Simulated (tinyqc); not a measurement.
Worked calculation (part 1 of 3): UHF in the sto-3g basis, for H6, spin multiplicity 1. This run ends on a higher stationary point, not on the lowest solution. Computed by tinyqc, a small Python program that keeps every step (integrals from PySCF). Settings: charge = 0, multiplicity = 1, basis = sto-3g, energy threshold = 1e-10, iteration cap = 79, orthogonalisation = canonical, start = core, DIIS depth = 4, method = UHF, break = 0.2. Command: `OMP_NUM_THREADS=1 python tinyqc.py 23945 23946 out.jsonl` (the two numbers bound the seeds that draw the settings). One thread of a shared host (Intel(R) Xeon(R) Processor @ 2.60GHz), about 0.1 s of CPU time with the checks. Later iterations appear only in the table of the cycle.

## One-electron integrals

Geometry (angstrom):

| atom | x | y | z |
|---|---|---|---|
| H | 0.000000 | 0.000000 | 0.000000 |
| H | 0.000000 | 0.000000 | 1.209000 |
| H | 0.000000 | 0.000000 | 2.904000 |
| H | 0.000000 | 0.000000 | 4.114000 |
| H | 0.000000 | 0.000000 | 5.809000 |
| H | 0.000000 | 0.000000 | 7.018000 |

Basis sto-3g: exponents (1/bohr^2) and contraction coefficients of normalised primitives:

| element | l (shell) | exponent | coefficient |
|---|---|---|---|
| H | s (1) | 3.425251 | 0.154329 |
| H | s (1) | 0.623914 | 0.535328 |
| H | s (1) | 0.168855 | 0.444635 |

Overlap, kinetic and nuclear-attraction integrals over the contracted functions; the nuclear repulsion is the sum of Za Zb / Rab.

nuclear repulsion = 3.29579010 hartree

overlap S, lower triangle:
```
          1H 1s     2H 1s     3H 1s     4H 1s     5H 1s     6H 1s
1H 1s  1.000000
2H 1s  0.382526  1.000000
3H 1s  0.022320  0.192742  1.000000
4H 1s  0.001319  0.022274  0.382028  1.000000
5H 1s  0.000008  0.000351  0.022274  0.192742  1.000000
6H 1s  0.000000  0.000008  0.001319  0.022320  0.382526  1.000000
```

kinetic energy T (hartree), lower triangle:
```
           1H 1s      2H 1s      3H 1s      4H 1s     5H 1s     6H 1s
1H 1s   0.760032
2H 1s   0.050877   0.760032
3H 1s  -0.007463  -0.002431   0.760032
4H 1s  -0.000936  -0.007454   0.050662   0.760032
5H 1s  -0.000011  -0.000312  -0.007454  -0.002431  0.760032
6H 1s   0.000000  -0.000011  -0.000936  -0.007463  0.050877  0.760032
```

nuclear attraction V (hartree), lower triangle:
```
           1H 1s      2H 1s      3H 1s      4H 1s      5H 1s      6H 1s
1H 1s  -2.135775
2H 1s  -0.774746  -2.358389
3H 1s  -0.041539  -0.384076  -2.462773
4H 1s  -0.002391  -0.043151  -0.850024  -2.462773
5H 1s  -0.000014  -0.000669  -0.043151  -0.384076  -2.358389
6H 1s   0.000000  -0.000014  -0.002391  -0.041539  -0.774746  -2.135775
```

core Hamiltonian H = T + V (hartree), lower triangle:
```
           1H 1s      2H 1s      3H 1s      4H 1s      5H 1s      6H 1s
1H 1s  -1.375743
2H 1s  -0.723869  -1.598357
3H 1s  -0.049001  -0.386506  -1.702741
4H 1s  -0.003327  -0.050605  -0.799361  -1.702741
5H 1s  -0.000025  -0.000981  -0.050605  -0.386506  -1.598357
6H 1s   0.000000  -0.000025  -0.003327  -0.049001  -0.723869  -1.375743
```

## Two-electron integrals

Functions are numbered as in S; the eight-fold symmetry (ij|kl) = (ji|kl) = (kl|ij) leaves the list below.

Two-electron integrals (ij|kl) in chemists' order, unique and non-zero (hartree):
```
(11|11) 0.774606   (21|11) 0.223507   (21|21) 0.088936   (22|11) 0.415403
(22|21) 0.223507   (22|22) 0.774606   (31|11) 0.008215   (31|21) 0.003881
(31|22) 0.012082   (31|31) 0.000232   (32|11) 0.050882   (32|21) 0.026880
(32|22) 0.097891   (32|31) 0.002014   (32|32) 0.020238   (33|11) 0.182208
(33|21) 0.089065   (33|22) 0.309030   (33|31) 0.008215   (33|32) 0.097891
(33|33) 0.774606   (41|11) 0.000347   (41|21) 0.000176   (41|22) 0.000605
(41|31) 0.000013   (41|32) 0.000125   (41|33) 0.000605   (41|41) 7.86e-07
(42|11) 0.004579   (42|21) 0.002312   (42|22) 0.008196   (42|31) 0.000188
(42|32) 0.002009   (42|33) 0.012057   (42|41) 0.000013   (42|42) 0.000231
(43|11) 0.057949   (43|21) 0.027087   (43|22) 0.088932   (43|31) 0.002314
(43|32) 0.026838   (43|33) 0.223148   (43|41) 0.000175   (43|42) 0.003867
(43|43) 0.088683   (44|11) 0.128628   (44|21) 0.058016   (44|22) 0.182145
(44|31) 0.004588   (44|32) 0.050857   (44|33) 0.415129   (44|41) 0.000347
(44|42) 0.008196   (44|43) 0.223148   (44|44) 0.774606   (51|11) 1.38e-06
(51|21) 6.73e-07   (51|22) 2.30e-06   (51|31) 5.69e-08   (51|32) 6.30e-07
(51|33) 4.20e-06   (51|42) 7.70e-08   (51|43) 1.38e-06   (51|44) 2.93e-06
(52|11) 0.000053   (52|21) 0.000025   (52|22) 0.000082   (52|31) 2.07e-06
(52|32) 0.000023   (52|33) 0.000174   (52|41) 1.53e-07   (52|42) 3.21e-06
(52|43) 0.000069   (52|44) 0.000174   (52|52) 5.60e-08   (53|11) 0.002739
(53|21) 0.001229   (53|22) 0.003836   (53|31) 0.000096   (53|32) 0.001051
(53|33) 0.008196   (53|41) 0.000007   (53|42) 0.000157   (53|43) 0.003867
(53|44) 0.012057   (53|51) 5.68e-08   (53|52) 3.21e-06   (53|53) 0.000231
(54|11) 0.020670   (54|21) 0.009054   (54|22) 0.027444   (54|31) 0.000669
(54|32) 0.006996   (54|33) 0.050857   (54|41) 0.000048   (54|42) 0.001051
(54|43) 0.026838   (54|44) 0.097891   (54|51) 3.80e-07   (54|52) 0.000023
(54|53) 0.002009   (54|54) 0.020238   (55|11) 0.091096   (55|21) 0.038997
(55|22) 0.115039   (55|31) 0.002744   (55|32) 0.027444   (55|33) 0.182145
(55|41) 0.000188   (55|42) 0.003836   (55|43) 0.088932   (55|44) 0.309030
(55|51) 1.38e-06   (55|52) 0.000082   (55|53) 0.008196   (55|54) 0.097891
(55|55) 0.774606   (61|11) 1.06e-08   (61|22) 1.61e-08   (61|33) 3.52e-08
(61|43) 1.39e-08   (61|44) 3.52e-08   (61|55) 1.61e-08   (62|11) 9.76e-07
(62|21) 4.41e-07   (62|22) 1.38e-06   (62|31) 3.47e-08   (62|32) 3.80e-07
(62|33) 2.93e-06   (62|42) 5.68e-08   (62|43) 1.38e-06   (62|44) 4.20e-06
(62|53) 7.70e-08   (62|54) 6.30e-07   (62|55) 2.30e-06   (63|11) 0.000141
(63|21) 0.000062   (63|22) 0.000188   (63|31) 4.58e-06   (63|32) 0.000048
(63|33) 0.000347   (63|41) 3.27e-07   (63|42) 0.000007   (63|43) 0.000175
(63|44) 0.000605   (63|52) 1.53e-07   (63|53) 0.000013   (63|54) 0.000125
(63|55) 0.000605   (63|63) 7.86e-07   (64|11) 0.002138   (64|21) 0.000922
(64|22) 0.002744   (64|31) 0.000066   (64|32) 0.000669   (64|33) 0.004588
(64|41) 4.58e-06   (64|42) 0.000096   (64|43) 0.002314   (64|44) 0.008215
(64|51) 3.47e-08   (64|52) 2.07e-06   (64|53) 0.000188   (64|54) 0.002014
(64|55) 0.012082   (64|62) 5.69e-08   (64|63) 0.000013   (64|64) 0.000232
(65|11) 0.031617   (65|21) 0.013387   (65|22) 0.038997   (65|31) 0.000922
(65|32) 0.009054   (65|33) 0.058016   (65|41) 0.000062   (65|42) 0.001229
(65|43) 0.027087   (65|44) 0.089065   (65|51) 4.41e-07   (65|52) 0.000025
(65|53) 0.002312   (65|54) 0.026880   (65|55) 0.223507   (65|62) 6.73e-07
(65|63) 0.000176   (65|64) 0.003881   (65|65) 0.088936   (66|11) 0.075403
(66|21) 0.031617   (66|22) 0.091096   (66|31) 0.002138   (66|32) 0.020670
(66|33) 0.128628   (66|41) 0.000141   (66|42) 0.002739   (66|43) 0.057949
(66|44) 0.182208   (66|51) 9.76e-07   (66|52) 0.000053   (66|53) 0.004579
(66|54) 0.050882   (66|55) 0.415403   (66|61) 1.06e-08   (66|62) 1.38e-06
(66|63) 0.000347   (66|64) 0.008215   (66|65) 0.223507   (66|66) 0.774606
```

## Orthogonalisation

S = U s U^T; canonical form X = U s^(-1/2), so that X^T S X = 1. Each column of U has its largest component positive (the first on a tie).

eigenvalues of S: 0.501045  0.593324  0.710555  1.227943  1.406021  1.561112

X:
```
               1          2          3          4          5         6
1H 1s   0.392303  -0.614037  -0.519228  -0.395688   0.405616  0.232013
2H 1s  -0.552034   0.662819   0.362693  -0.262136   0.424897  0.315056
3H 1s   0.734351  -0.162293   0.550028   0.426498   0.102722  0.408894
4H 1s  -0.734351  -0.162293  -0.550028   0.426498  -0.102722  0.408894
5H 1s   0.552034   0.662819  -0.362693  -0.262136  -0.424897  0.315056
6H 1s  -0.392303  -0.614037   0.519228  -0.395688  -0.405616  0.232013
```

## Starting guess

The start is the orbitals of the core Hamiltonian, with HOMO and LUMO mixed by +/-0.2 rad for the two spins; D(s) = C_occ C_occ^T for each spin.

D(alpha) at the start, lower triangle:
```
           1H 1s      2H 1s      3H 1s      4H 1s     5H 1s     6H 1s
1H 1s   0.069494
2H 1s   0.202068   0.591821
3H 1s   0.053860   0.194057   0.396491
4H 1s  -0.104236  -0.263395   0.270950   0.525788
5H 1s   0.010415   0.033826  -0.092174  -0.000914  0.659086
6H 1s   0.020519   0.058748  -0.047705  -0.047011  0.279314  0.123473
```

D(beta) at the start, lower triangle:
```
           1H 1s      2H 1s      3H 1s     4H 1s     5H 1s     6H 1s
1H 1s   0.123473
2H 1s   0.279314   0.659086
3H 1s  -0.047011  -0.000914   0.525788
4H 1s  -0.047705  -0.092174   0.270950  0.396491
5H 1s   0.058748   0.033826  -0.263395  0.194057  0.591821
6H 1s   0.020519   0.010415  -0.104236  0.053860  0.202068  0.069494
```

## Iteration 1: building the Fock matrix

J_ij = sum D_kl (ij|kl) with D = D(alpha) + D(beta), K_ij = sum D_kl (ik|jl) for each spin; F = H + J - K(s); E = tr D H + tr D J / 2 - 0.5 sum_s tr D(s) K(s) + E_nn.

Coulomb J (hartree), lower triangle:
```
          1H 1s     2H 1s     3H 1s     4H 1s     5H 1s     6H 1s
1H 1s  1.415151
2H 1s  0.652478  2.052547
3H 1s  0.040318  0.379791  2.198083
4H 1s  0.002435  0.043647  0.819935  2.198083
5H 1s  0.000015  0.000683  0.043647  0.379791  2.052547
6H 1s  0.000000  0.000015  0.002435  0.040318  0.652478  1.415151
```

exchange K(alpha) (hartree), lower triangle:
```
           1H 1s      2H 1s      3H 1s     4H 1s     5H 1s     6H 1s
1H 1s   0.199118
2H 1s   0.259857   0.600261
3H 1s   0.046044   0.159509   0.510412
4H 1s  -0.014979   0.000788   0.332620  0.569092
5H 1s  -0.000477  -0.000495   0.017320  0.125080  0.653751
6H 1s   0.003570   0.005015  -0.007294  0.025454  0.313823  0.278401
```

exchange K(beta) (hartree), lower triangle:
```
           1H 1s      2H 1s      3H 1s     4H 1s     5H 1s     6H 1s
1H 1s   0.278401
2H 1s   0.313823   0.653751
3H 1s   0.025454   0.125080   0.569092
4H 1s  -0.007294   0.017320   0.332620  0.510412
5H 1s   0.005015  -0.000495   0.000788  0.159509  0.600261
6H 1s   0.003570  -0.000477  -0.014979  0.046044  0.259857  0.199118
```

F(alpha) (hartree), lower triangle:
```
           1H 1s      2H 1s      3H 1s      4H 1s      5H 1s      6H 1s
1H 1s  -0.159710
2H 1s  -0.331248  -0.146071
3H 1s  -0.054728  -0.166225  -0.015069
4H 1s   0.014087  -0.007745  -0.312046  -0.073749
5H 1s   0.000466   0.000197  -0.024278  -0.131796  -0.199561
6H 1s  -0.003570  -0.005026   0.006402  -0.034138  -0.385214  -0.238993
```

F(beta) (hartree), lower triangle:
```
           1H 1s      2H 1s      3H 1s      4H 1s      5H 1s      6H 1s
1H 1s  -0.238993
2H 1s  -0.385214  -0.199561
3H 1s  -0.034138  -0.131796  -0.073749
4H 1s   0.006402  -0.024278  -0.312046  -0.015069
5H 1s  -0.005026   0.000197  -0.007745  -0.166225  -0.146071
6H 1s  -0.003570   0.000466   0.014087  -0.054728  -0.331248  -0.159710
```

total energy of this density = -2.66677305 hartree

## Iteration 1: diagonalisation and new density

Diagonalise F' = X^T F X, C = X C', fill 3 alpha and 3 beta electrons from the bottom; D(s) = C_occ C_occ^T. Each column has its largest component positive (the first on a tie).

F' = X^T F X (alpha) (hartree), lower triangle:
```
           1          2          3          4          5          6
1   0.583948
2  -0.026609   0.320813
3   0.087916  -0.007423   0.235318
4   0.038366  -0.010056   0.039696  -0.269642
5  -0.004920  -0.001925   0.021072  -0.033538  -0.398962
6   0.002035   0.008808  -0.008242   0.070507   0.021890  -0.378728
```

orbital energies (alpha) (hartree): MO1 -0.444084, MO2 -0.372948, MO3 -0.235451, MO4 0.216826, MO5 0.318325, MO6 0.610079

coefficients C (alpha):
```
            MO1        MO2        MO3        MO4        MO5        MO6
1H 1s  0.036001   0.538146  -0.299765   0.616592  -0.572041   0.295451
2H 1s  0.045675   0.553500  -0.152478  -0.488846   0.613689  -0.526164
3H 1s  0.065247   0.260562   0.481606  -0.382076  -0.083800   0.877889
4H 1s  0.132469   0.097859   0.624527   0.343337  -0.236751  -0.797933
5H 1s  0.558718  -0.073084  -0.041306   0.502325   0.717290   0.371594
6H 1s  0.601808  -0.091785  -0.219551  -0.549843  -0.637756  -0.218182
```

F' = X^T F X (beta) (hartree), lower triangle:
```
           1          2          3          4          5          6
1   0.583948
2   0.026609   0.320813
3   0.087916   0.007423   0.235318
4  -0.038366  -0.010056  -0.039696  -0.269642
5  -0.004920   0.001925   0.021072   0.033538  -0.398962
6  -0.002035   0.008808   0.008242   0.070507  -0.021890  -0.378728
```

orbital energies (beta) (hartree): MO1 -0.444084, MO2 -0.372948, MO3 -0.235451, MO4 0.216826, MO5 0.318325, MO6 0.610079

coefficients C (beta):
```
            MO1        MO2        MO3        MO4        MO5        MO6
1H 1s  0.601808  -0.091785  -0.219551  -0.549843  -0.637756  -0.218182
2H 1s  0.558718  -0.073084  -0.041306   0.502325   0.717290   0.371594
3H 1s  0.132469   0.097859   0.624527   0.343337  -0.236751  -0.797933
4H 1s  0.065247   0.260562   0.481606  -0.382076  -0.083800   0.877889
5H 1s  0.045675   0.553500  -0.152478  -0.488846   0.613689  -0.526164
6H 1s  0.036001   0.538146  -0.299765   0.616592  -0.572041   0.295451
```

D(alpha) after iteration 1, lower triangle:
```
           1H 1s      2H 1s      3H 1s      4H 1s     5H 1s     6H 1s
1H 1s   0.380756
2H 1s   0.345215   0.331698
3H 1s  -0.001799   0.073767   0.304094
4H 1s  -0.129780  -0.035011   0.334918   0.417159
5H 1s  -0.006833  -0.008634  -0.002482   0.041064  0.319213
6H 1s   0.038086   0.010161  -0.090387  -0.066377  0.352017  0.418800
```

D(beta) after iteration 1, lower triangle:
```
           1H 1s      2H 1s      3H 1s      4H 1s     5H 1s     6H 1s
1H 1s   0.418800
2H 1s   0.352017   0.319213
3H 1s  -0.066377   0.041064   0.417159
4H 1s  -0.090387  -0.002482   0.334918   0.304094
5H 1s   0.010161  -0.008634  -0.035011   0.073767  0.331698
6H 1s   0.038086  -0.006833  -0.129780  -0.001799  0.345215  0.380756
```

## Iteration 2: building the Fock matrix

As before.

Coulomb J (hartree), lower triangle:
```
          1H 1s     2H 1s     3H 1s     4H 1s     5H 1s     6H 1s
1H 1s  1.681157
2H 1s  0.667135  1.849016
3H 1s  0.037507  0.337722  1.960860
4H 1s  0.002194  0.039035  0.735641  1.960860
5H 1s  0.000013  0.000614  0.039035  0.337722  1.849016
6H 1s  0.000000  0.000013  0.002194  0.037507  0.667135  1.681157
```

exchange K(alpha) (hartree), lower triangle:
```
           1H 1s      2H 1s      3H 1s     4H 1s     5H 1s     6H 1s
1H 1s   0.479272
2H 1s   0.336122   0.465881
3H 1s   0.032390   0.109172   0.442401
4H 1s  -0.011968   0.026182   0.332328  0.513922
5H 1s  -0.002315   0.000210   0.031599  0.106360  0.455736
6H 1s   0.002380  -0.000213  -0.009096  0.022099  0.340964  0.509421
```

exchange K(beta) (hartree), lower triangle:
```
           1H 1s      2H 1s      3H 1s     4H 1s     5H 1s     6H 1s
1H 1s   0.509421
2H 1s   0.340964   0.455736
3H 1s   0.022099   0.106360   0.513922
4H 1s  -0.009096   0.031599   0.332328  0.442401
5H 1s  -0.000213   0.000210   0.026182  0.109172  0.465881
6H 1s   0.002380  -0.002315  -0.011968  0.032390  0.336122  0.479272
```

F(alpha) (hartree), lower triangle:
```
           1H 1s      2H 1s      3H 1s      4H 1s      5H 1s      6H 1s
1H 1s  -0.173858
2H 1s  -0.392856  -0.215222
3H 1s  -0.043884  -0.157957  -0.184282
4H 1s   0.010835  -0.037752  -0.396048  -0.255802
5H 1s   0.002303  -0.000576  -0.043169  -0.155145  -0.205077
6H 1s  -0.002380   0.000201   0.007963  -0.033594  -0.397698  -0.204007
```

F(beta) (hartree), lower triangle:
```
           1H 1s      2H 1s      3H 1s      4H 1s      5H 1s      6H 1s
1H 1s  -0.204007
2H 1s  -0.397698  -0.205077
3H 1s  -0.033594  -0.155145  -0.255802
4H 1s   0.007963  -0.043169  -0.396048  -0.184282
5H 1s   0.000201  -0.000576  -0.037752  -0.157957  -0.215222
6H 1s  -0.002380   0.002303   0.010835  -0.043884  -0.392856  -0.173858
```

total energy of this density = -2.99512425 hartree

## Iteration 2: DIIS over 2 matrices

error matrix X^T (FDS - SDF) X (alpha):
```
           1          2          3          4          5         6
1   0.000000   0.001259  -0.000150  -0.011944   0.027568  0.014904
2  -0.001259   0.000000  -0.002085   0.038232  -0.008448  0.000287
3   0.000150   0.002085   0.000000  -0.008753  -0.007196  0.012592
4   0.011944  -0.038232   0.008753   0.000000   0.000894  0.001009
5  -0.027568   0.008448   0.007196  -0.000894   0.000000  0.000158
6  -0.014904  -0.000287  -0.012592  -0.001009  -0.000158  0.000000
```

B (overlaps of the stored error matrices):
```
                1               2
1   3.8460577e-01  -2.2648607e-02
2  -2.2648607e-02   1.1810803e-02
```

Minimise |sum c_i e_i|^2 with sum c_i = 1: solve [B -1; -1 0][c; lambda] = [0; -1] with B_ij = tr e_i^T e_j summed over both spins, and take F = sum c_i F_i.

DIIS coefficients: 0.078013  0.921987

extrapolated F(alpha) (hartree), lower triangle:
```
           1H 1s      2H 1s      3H 1s      4H 1s      5H 1s      6H 1s
1H 1s  -0.172754
2H 1s  -0.388050  -0.209827
3H 1s  -0.044730  -0.158602  -0.171081
4H 1s   0.011088  -0.035411  -0.389495  -0.241600
5H 1s   0.002160  -0.000516  -0.041695  -0.153323  -0.204647
6H 1s  -0.002473  -0.000207   0.007841  -0.033636  -0.396724  -0.206736
```

extrapolated F(beta) (hartree), lower triangle:
```
           1H 1s      2H 1s      3H 1s      4H 1s      5H 1s      6H 1s
1H 1s  -0.206736
2H 1s  -0.396724  -0.204647
3H 1s  -0.033636  -0.153323  -0.241600
4H 1s   0.007841  -0.041695  -0.389495  -0.171081
5H 1s  -0.000207  -0.000516  -0.035411  -0.158602  -0.209827
6H 1s  -0.002473   0.002160   0.011088  -0.044730  -0.388050  -0.172754
```

## Iteration 2: diagonalisation and new density

As before.

F' = X^T F X (alpha) (hartree), lower triangle:
```
           1          2         3          4          5          6
1   0.488983
2  -0.008258   0.350180
3  -0.005551  -0.002002  0.213655
4   0.021148   0.025802  0.031296  -0.360854
5   0.017175  -0.009211  0.013547  -0.004303  -0.432180
6   0.019121   0.009755  0.007880   0.000150   0.005657  -0.487133
```

orbital energies (alpha) (hartree): MO1 -0.488219, MO2 -0.432777, MO3 -0.363646, MO4 0.215660, MO5 0.350949, MO6 0.490684

coefficients C (alpha):
```
            MO1        MO2        MO3        MO4        MO5        MO6
1H 1s  0.197054   0.394667  -0.385993  -0.526732  -0.603607   0.435997
2H 1s  0.270361   0.439684  -0.326954   0.356313   0.618425  -0.584300
3H 1s  0.382303   0.139987   0.371531   0.588727  -0.107494   0.752228
4H 1s  0.438886  -0.002993   0.479144  -0.534178  -0.174043  -0.699958
5H 1s  0.337698  -0.409425  -0.251519  -0.369925   0.692534   0.512594
6H 1s  0.277757  -0.419538  -0.361236   0.481754  -0.645396  -0.378403
```

F' = X^T F X (beta) (hartree), lower triangle:
```
           1         2          3          4          5          6
1   0.488983
2   0.008258  0.350180
3  -0.005551  0.002002   0.213655
4  -0.021148  0.025802  -0.031296  -0.360854
5   0.017175  0.009211   0.013547   0.004303  -0.432180
6  -0.019121  0.009755  -0.007880   0.000150  -0.005657  -0.487133
```

orbital energies (beta) (hartree): MO1 -0.488219, MO2 -0.432777, MO3 -0.363646, MO4 0.215660, MO5 0.350949, MO6 0.490684

coefficients C (beta):
```
            MO1        MO2        MO3        MO4        MO5        MO6
1H 1s  0.277757  -0.419538  -0.361236   0.481754  -0.645396  -0.378403
2H 1s  0.337698  -0.409425  -0.251519  -0.369925   0.692534   0.512594
3H 1s  0.438886  -0.002993   0.479144  -0.534178  -0.174043  -0.699958
4H 1s  0.382303   0.139987   0.371531   0.588727  -0.107494   0.752228
5H 1s  0.270361   0.439684  -0.326954   0.356313   0.618425  -0.584300
6H 1s  0.197054   0.394667  -0.385993  -0.526732  -0.603607   0.435997
```

D(alpha) after iteration 2, lower triangle:
```
           1H 1s      2H 1s      3H 1s      4H 1s     5H 1s     6H 1s
1H 1s   0.343582
2H 1s   0.353006   0.373316
3H 1s  -0.012826   0.043436   0.303787
4H 1s  -0.099643  -0.039317   0.345385   0.422209
5H 1s   0.002042  -0.006482  -0.021658   0.028923  0.344930
6H 1s   0.028590   0.008738  -0.086752  -0.049924  0.356425  0.383652
```

D(beta) after iteration 2, lower triangle:
```
           1H 1s      2H 1s      3H 1s      4H 1s     5H 1s     6H 1s
1H 1s   0.383652
2H 1s   0.356425   0.344930
3H 1s  -0.049924   0.028923   0.422209
4H 1s  -0.086752  -0.021658   0.345385   0.303787
5H 1s   0.008738  -0.006482  -0.039317   0.043436  0.373316
6H 1s   0.028590   0.002042  -0.099643  -0.012826  0.353006  0.343582
```
